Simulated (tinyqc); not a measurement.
Sputter depth profiling of a dopant layer: erosion rate, quantification and the mixing-roughness response: one step, computed by the program tinyqc.

A rastered ion beam erodes silicon (49.94 atoms per nm^3). The measured profile is the true one convolved with a depth response.

Task: Measured shape. Mixing alone turns a layer at z0 into (1/w) exp(-(z - z0 + w)/w) for z > z0 - w; roughness adds a Gaussian of width sigma. With x = z - z0 + w: g(x) = (1/(2w)) exp(sigma^2/(2 w^2) - x/w) erfc((sigma/w - x/sigma)/sqrt2), and its integral G(x) = (1/2) erfc(-x/(sigma sqrt2)) - w g(x). Measured: Q g(x), 1 nm = 1e-7 cm. Find the maximum, the full width at half maximum and the deep point where the profile falls to C_B; far down, the trailing edge decays by w ln(10) per decade.

Inputs (values chosen for the exercise, modelled on a dopant in silicon under an oxygen or caesium beam):

| quantity | value | unit |
|---|---|---|
| roughness sigma | 0.88 | nm |
| depth of the layer z0 | 54 | nm |
| sheet density Q | 3.8e+13 | 1/cm^2 |
| level that defines the junction C_B | 2e+17 | 1/cm^3 |

True profile: delta layer.

mixing length w = 5.253570 nm

Give: depth of the maximum; peak concentration; full width at half maximum; apparent junction depth; trailing slope.

Result:

depth of the maximum = 50.11 nm

peak concentration = 5.186e+19 1/cm^3

full width at half maximum = 5.681 nm

apparent junction depth = 79.77 nm

trailing slope = 12.10 nm/decade

The true deep edge lies at 54 nm, so the junction appears 25.8 nm too deep.
